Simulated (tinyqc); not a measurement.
# Frequency dispersion of an accumulation capacitance by border traps, distributed model, step by step

Computed by the program tinyqc: `OMP_NUM_THREADS=1 python tinyqc.py 2202151 2202152 out.jsonl`, one thread of a shared Intel Xeon 2.30GHz, about 0.4 s for the whole run. Printed values are rounded.

Traps spread evenly through the insulator exchange electrons with the semiconductor by tunnelling, with tau(x) = t0 exp(2 ka x) at depth x from the interface. The admittance per area Y seen at depth x obeys dY/dx = -Y^2/(i w eps0 eox) + q Nb ln(1 + i w tau)/tau, with Y(0) = i w Cs and w = 2 pi f; the gate sees Y(tox) = G + i w C. Working variable y = Y/(i w), in uF/cm^2. Cox = eps0 eox/tox.

Values chosen for this exercise; permittivity close to that of aluminium oxide: relative permittivity of the insulator eox = 8.79; insulator thickness tox = 5.1 nm; semiconductor capacitance in accumulation Cs = 0.8 uF/cm^2; density of border traps Nb = 1e20 cm^-3 eV^-1; decay constant of the wave function in the insulator ka = 3.8 1/nm; time constant of a trap at the interface t0 = 4e-10 s; frequency f = 1000 Hz; depth down to which the steps are taken xe = 2.4 nm.

Constants: q = 1.602176634e-19 C, eps0 = 8.8541878128e-14 F/cm where lengths are in cm. Results are converted to the units shown.

## Scales and lumped estimate

Cox; trap-free value 1/(1/Cox + 1/Cs); response depth d = ln(1/(w t0))/(2 ka), where w tau = 1; lumped estimate: all traps within d act as C_bt = q Nb d placed at d/2, so C = 1/{1/[1/(1/Cs + d/(2 eps0 eox)) + C_bt] + (tox - d/2)/(eps0 eox)}.

Cox = 1.526045 uF/cm^2
trap-free C = 0.5248549 uF/cm^2
d = 1.696569 nm
C_bt = 2.718203 uF/cm^2
lumped C = 1.196444 uF/cm^2

The traps within reach amount to 3.40 Cs and lie in the first 33.3 % of the insulator.

## Midpoint steps through the active depth

In terms of y: dy/dx = -y^2/(eps0 eox) + s(x), s = q Nb ln(1 + z)/z, z = i w tau. 8 midpoint steps of h = xe/8: y_half = y + (h/2) y'(x, y), y(new) = y + h y'(x + h/2, y_half).

```
point	x (nm)	s (uF/(cm^2 nm))	y (uF/cm^2)
0	0	1.602177-0.000002i	0.800000+0.000000i
1	0.3	1.602177-0.000020i	1.239918-0.000002i
2	0.6	1.602177-0.000192i	1.639459-0.000020i
3	0.9	1.602174-0.001881i	1.991308-0.000194i
4	1.2	1.601895-0.018390i	2.292907-0.001882i
5	1.5	1.576048-0.175452i	2.544776-0.018253i
6	1.8	0.834586-0.642685i	2.691936-0.146646i
7	2.1	0.113810-0.229017i	2.517405-0.235250i
8	2.4	0.011960-0.040830i	2.306385-0.219469i
```

## Capacitance and conductance at the gate

y at xe = 2.306385-0.219469i uF/cm^2

Beyond xe the traps are ignored, so 1/y(tox) = 1/y(xe) + (tox - xe)/(eps0 eox); C = Re y, G/w = -Im y, loss tangent G/(w C).

y at the gate = 1.284095-0.067607i uF/cm^2
C = 1.284095 uF/cm^2
G/w = 0.06760707 uF/cm^2
loss tangent = 0.05264957

A fine integration over the whole insulator gives C = 1.2886 and G/w = 0.07098 uF/cm^2; the coarse G/w is 4.8 % below that. The fine C is 2.46 times the trap-free value, and the lumped estimate is 7.2 % below the fine result.
